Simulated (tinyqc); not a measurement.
Long-channel MOSFET, surface-potential model: one step of the calculation.

n-channel transistor on a uniformly doped p-type body, gradual-channel approximation, constant mobility, Boltzmann statistics, full ionisation. Potentials are counted from the neutral body; V is the electron quasi-Fermi potential, Vsb at the source and Vsb + Vds at the drain. Charges are magnitudes per area.

Task. Body potential, insulator capacitance and body factor. ni = sqrt(Nc Nv) exp(-Eg/(2 Vt)), Eg in volts; phiF = Vt ln(Na/ni); Cox = eps0 eox/tox; gamma = sqrt(2 q eps0 eps_r Na)/Cox. VT = Vfb + 2 phiF + gamma sqrt(2 phiF + Vsb), m = 1 + gamma/(2 sqrt(2 phiF + Vsb)).

Values chosen for this exercise; material values close to those of silicon: temperature T = 293 K; band gap Eg = 1.1 eV; relative permittivity of the semiconductor eps_r = 11.9; conduction-band density of states at T Nc = 2.66e19 cm^-3; valence-band density of states at T Nv = 2.59e19 cm^-3; acceptor density of the body Na = 8.3e17 cm^-3; relative permittivity of the gate insulator eox = 25.2; insulator thickness tox = 65 nm; flat-band voltage Vfb = -0.44 V; source-body reverse bias Vsb = 0 V.

Constants: q = 1.602176634e-19 C, kB = 1.380649e-23 J/K, Vt = kB T/q, eps0 = 8.8541878128e-14 F/cm where lengths are in cm. Results are converted to the units shown.

Find: ni; phiF; Cox; gamma; VT; m.

Result.

ni = 9.094e9 cm^-3
phiF = 0.4628 V
Cox = 0.3433 uF/cm^2
gamma = 1.542 V^0.5
VT = 1.969 V
m = 1.801

Computed by the program tinyqc: `OMP_NUM_THREADS=1 python tinyqc.py 2360090 2360091 out.jsonl`, one thread of a shared Intel Xeon 2.30GHz, about 0.05 s for the whole run.
